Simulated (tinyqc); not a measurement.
UHF in the sto-3g basis, for BeH2, spin multiplicity 1, step by step. One step of it, computed by the program tinyqc.

Problem. Iteration 2: DIIS coefficients. Solve [B -1; -1 0][c; lambda] = [0; -1] for the coefficients, which sum to one.

B (overlaps of the stored error matrices):
$$\begin{pmatrix}
8.8249504e-01 & 5.7619215e-01 \\
5.7619215e-01 & 3.7726061e-01
\end{pmatrix}$$

Give: DIIS coefficients.

Solution.

DIIS coefficients: [-1.8527, 2.8527]
